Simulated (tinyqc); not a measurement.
Inside a calculation: conductance of a narrow metal strip with scatterers (square lattice, Green functions). Values are carried at full precision from step to step, so a last printed digit may differ when a step is redone from the rounded ones.

A strip of W sites across with hard walls, site energy 0 and hopping -t. Mode n = 1 to W has profile chi_n(j) = sqrt(2/(W + 1)) sin(n j pi/(W + 1)) and energy en = -2t cos(n pi/(W + 1)); E = en - 2t cos(kn a). With z_n = exp(i kn a) (Im k > 0 for closed modes, |z| < 1) each lead gives the self-energy -t z_n in mode n. One column carries the site energies v, here a notch at the edge (a site raised out of reach). In the mode basis V_nm = sum_j chi_n(j) v_j chi_m(j), G = (E - en + 2 t z_n - V)^-1, and t_nm = 2t sqrt(sin(kn a) sin(km a)) G_nm in size for open modes. T = sum |t_nm|^2, conductance (2e^2/h) T.

Constants: e^2/h = 3.874045865e-05 S.

Values chosen for the exercise (hopping and spacing of the size met in Cu or Al; the lattice is a model; not measured data): t = 1.67 eV (hopping); a = 2.46 angstrom (spacing); W = 5 (sites across); E = 1.43 eV (Fermi energy); v = (50, 0, 0, 0, 0) eV (site energies in the scattering column).

## Modes at the Fermi energy

For each n: en, cos(kn a) = (en - E)/(2t), z_n and the velocity 2 t a sin(kn a) (zero if closed).

Modes:

| n | en (eV) | cos(k a) | z | dE/dk (eV angstrom) |
|---|---|---|---|---|
| 1 | -2.8925 | -1.29417 | -0.47266 | 0.0000 |
| 2 | -1.6700 | -0.92814 | -0.92814+0.37222i | 3.0583 |
| 3 | 0.0000 | -0.42814 | -0.42814+0.90371i | 7.4252 |
| 4 | 1.6700 | 0.07186 | 0.07186+0.99741i | 8.1952 |
| 5 | 2.8925 | 0.43788 | 0.43788+0.89903i | 7.3868 |

4 of 5 modes are open, so the clean strip has a resistance of 3227 ohm, whatever its length.

## The scatterer in the mode basis

Form V_nm.

V (eV), lower triangle:
```
        n=1      n=2      n=3      n=4     n=5
n=1  4.1667
n=2  7.2169  12.5000
n=3  8.3333  14.4338  16.6667
n=4  7.2169  12.5000  14.4338  12.5000
n=5  4.1667   7.2169   8.3333   7.2169  4.1667
```

A single site couples every mode that has amplitude on it.

## Green function and transmission

E - en + 2 t z_n = 2t (z_n - cos(kn a)). Invert, form |t_nm|^2 = (2t)^2 Im(z_n) Im(z_m) |G_nm|^2 and sum. The added resistance is 1/(2 (e^2/h) T) less the same for the clean strip.

G (1/eV):
```
                 n=1              n=2              n=3              n=4              n=5
n=1   0.3638-0.0267i  -0.1021+0.0026i  -0.0485+0.0012i  -0.0381+0.0010i  -0.0244+0.0006i
n=2  -0.1021+0.0026i   0.0098-0.4142i   0.0046+0.1856i   0.0036+0.1456i   0.0023+0.0933i
n=3  -0.0485+0.0012i   0.0046+0.1856i   0.0022-0.2431i   0.0017+0.0692i   0.0011+0.0444i
n=4  -0.0381+0.0010i   0.0036+0.1456i   0.0017+0.0692i   0.0014-0.2458i   0.0009+0.0348i
n=5  -0.0244+0.0006i   0.0023+0.0933i   0.0011+0.0444i   0.0009+0.0348i   0.0006-0.3107i
```

|t_nm|^2, lower triangle:
```
     n=1     n=2     n=3     n=4     n=5
n=1    0
n=2    0  0.2653
n=3    0  0.1293  0.5382
n=4    0  0.0879  0.0482  0.6708
n=5    0  0.0325  0.0178  0.0121  0.8706
```

T = 3.0006
added resistance = 1075 ohm

Mode 2 passes least (0.515) and mode 5 most (0.933); 21.9 % of the transmitted flux changes mode.

## Checks

- Transmitted plus reflected flux against the number of open modes: both 4.00000.

Program tinyqc; command `OMP_NUM_THREADS=1 python tinyqc.py 1482306 1482307 out.jsonl`; about 0.01 s on one thread of a shared Intel(R) Xeon(R) Processor @ 2.30GHz.
